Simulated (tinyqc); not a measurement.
## Capacitances against the line height

Endless row of lines of width wl, height tl and space sl between grounded planes at distance hd; e2 fills the gaps beside the lines, e1 the rest. Laplace's equation is solved on meshes of 3, 6 and 12 steps per unit u and extrapolated (Aitken), which is good to about 0.2 %. C_even (all lines at 1 V) is the capacitance Cg to the planes; C_odd (neighbours in antiphase) = Cg + 4 Cc if only nearest neighbours couple, which defines Cc; total with quiet neighbours Cg + 2 Cc. Plate values 2 eps0 e1 wl/hd and eps0 e2 tl/sl.

Values chosen for this exercise: relative permittivity above and below the lines e1 = 3; relative permittivity between the lines e2 = 2.7; line width, in units u wl = 6 u; space between lines sl = 4 u; distance to each plane hd = 6 u.

Constants: eps0 = 8.8541878128e-12 F/m. Results are converted to the units shown.

The same in every row: plate Cg (aF/um) = 53.1.

Result of one run:
columns A: tl (u); B: Cg (aF/um); C: Cc (aF/um); D: Cg + 2 Cc (aF/um); E: C_odd (aF/um); F: plate Cc (aF/um); G: share of coupling, 2 Cc/(Cg + 2 Cc) (%)
```
A     B     C    D    E     F     G
2  83.8  24.2  132  181  12.0  36.6
```

What becomes of these results when the line height tl is changed from 2 to 4 u, all else the same?

Result of the changed run:
columns A: tl (u); B: Cg (aF/um); C: Cc (aF/um); D: Cg + 2 Cc (aF/um); E: C_odd (aF/um); F: plate Cc (aF/um); G: share of coupling, 2 Cc/(Cg + 2 Cc) (%)
```
A     B     C    D    E     F     G
4  84.4  36.0  156  229  23.9  46.0
```

The whole series:
columns A: tl (u); B: Cg (aF/um); C: Cc (aF/um); D: Cg + 2 Cc (aF/um); E: C_odd (aF/um); F: plate Cc (aF/um); G: share of coupling, 2 Cc/(Cg + 2 Cc) (%)
```
A      B     C    D    E     F     G
2   83.8  24.2  132  181  12.0  36.6
4   84.4  36.0  156  229  23.9  46.0
6   84.6  47.9  180  276  35.9  53.1
8   84.6  59.9  204  324  47.8  58.6
12  84.6  83.8  252  420  71.7  66.5
16  84.6   108  300  515  95.6  71.8
```

As tl goes from 2 to 16, Cg rises from 83.8 to 84.6 aF/um, Cc rises from 24.2 to 108 aF/um and the share of coupling rises from 36.6 to 71.8 %. Cg is 1.58 times its plate value in the first row and 1.59 times in the last; for Cc the ratios are 2.03 and 1.13. Neighbours in antiphase raise the load by a factor of 1.37 and 1.72 over quiet ones.

Numbers from tinyqc (`OMP_NUM_THREADS=1 python tinyqc.py 2790110 2790111 out.jsonl`; about 0.5 s on one thread of a shared Intel Xeon 2.30GHz).
